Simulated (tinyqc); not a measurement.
Stepped quantum well by finite differences, step by step. Values are carried at full precision from step to step, so a last printed digit may differ when a step is redone from the rounded ones.

Finite differences on points z_i at the centres of cells of width h: H_ii = (c/h^2)(1/m_(i-1/2) + 1/m_(i+1/2)) + V_i, H_(i,i+1) = -(c/h^2)/m_(i+1/2), where m_(i+1/2) is the mean of the masses at the two points (the end values are repeated outwards), psi = 0 on the points beyond both ends, c = hbar^2/2m0. The field adds e F (z - z0) with z0 the middle of the structure; 1 kV/cm = 1e-5 eV/angstrom.

Constants: hbar^2/2m0 = 3.80998211 eV angstrom^2.

Values chosen for the exercise (near those of a GaAs well in AlGaAs; not measured data): layers = ((45, 0.34, 0.1019), (30, 0, 0.0689), (45, 0.184, 0.0867), (45, 0.34, 0.1019)) (each layer: thickness in angstrom, band edge in eV, mass in m0); F = 0 kV/cm (field along z); h = 15 angstrom (cell width of the coarse grid); hf = 0.9375 angstrom (cell width of the fine grid).

## The coarse grid

List the points, the potential with the field, and the masses.

Grid:
```
i   z (angstrom)  V (eV)  m (m0)
1            7.5  0.3400  0.1019
2           22.5  0.3400  0.1019
3           37.5  0.3400  0.1019
4           52.5  0.0000  0.0689
5           67.5  0.0000  0.0689
6           82.5  0.1840  0.0867
7           97.5  0.1840  0.0867
8          112.5  0.1840  0.0867
9          127.5  0.3400  0.1019
10         142.5  0.3400  0.1019
11         157.5  0.3400  0.1019
```

## The tridiagonal Hamiltonian

Form the diagonal and the neighbouring elements; V in the grid already includes the field.

diagonal H_ii (eV): [0.6724, 0.6724, 0.7045, 0.4440, 0.4634, 0.5970, 0.5746, 0.5589, 0.6857, 0.6724, 0.6724]

H_(i,i+1) (eV): [-0.1662, -0.1662, -0.1983, -0.2458, -0.2177, -0.1953, -0.1953, -0.1796, -0.1662, -0.1662]

## Lowest levels on the coarse grid

Diagonalise the symmetric tridiagonal matrix; give the three lowest levels and the weights u_i^2 (sum 1) of the two lowest.

levels (eV): [0.1094, 0.2724, 0.3974]

weights on the points:
```
             1      2      3      4      5      6      7      8      9     10     11
level 1  0.000  0.005  0.048  0.359  0.408  0.131  0.037  0.009  0.001  0.000  0.000
level 2  0.001  0.008  0.031  0.097  0.006  0.082  0.312  0.334  0.099  0.025  0.004
```

## Halving the cell width

The same with h, h/2, ..., h/32. The end points move with h, since psi vanishes half a cell beyond the structure. Richardson value (4 E(h/32) - E(h/16))/3.

Convergence:
```
cell (angstrom)  points  E1 (eV)  E2 (eV)  E1 - finest (meV)
15.0000              11  0.10940  0.27242            -12.511
7.5000               22  0.11861  0.27881             -3.297
3.7500               44  0.12108  0.28058             -0.833
1.8750               88  0.12171  0.28110             -0.202
0.9375              176  0.12187  0.28126             -0.042
0.4688              352  0.12191  0.28132              0.000
```

Richardson values of E1, E2 (eV): [0.12192, 0.28134]

The coarse grid is 12.5 meV too low in E1. The last differences between rows shrink by a factor 3.9 (4 for a pure h^2 error, 2 for one linear in h).

## Positions and dipoles on the fine grid

With h sum psi^2 = 1: <z - z0> of three levels, |z_12| and |z_13|, the mass m1 from 1/m1 = <1|1/m|1>, and f_1j = (m1/c)(E_j - E_1) z_1j^2.

levels (eV): [0.1219, 0.2813, 0.4198]

<z - z0> (angstrom): [-17.3, 15.5, 1.1]

|z_12|, |z_13| (angstrom): [13.66, 7.00]

m1 = 0.0745 m0

f_12, f_13: [0.581, 0.285]

Parity is broken, so the 1-3 transition is allowed, with 0.49 times the strength of 1-2. E2 - E1 = 159.4 meV, a wavelength of 7.8 micrometre (hc = 1239.841984 eV nm). Level 3 lies above the lowest point of the outer barriers, so it is a resonance or a state of the finite grid, and values that rest on it depend on the ends of the grid.

## Checks

- E1 at zero field on the grid h/32 against transfer matrices between the same hard ends, eV: both 0.1219.

tinyqc: `OMP_NUM_THREADS=1 python tinyqc.py 1250133 1250134 out.jsonl`; about 0.02 s, one thread, shared Intel(R) Xeon(R) Processor @ 2.30GHz.
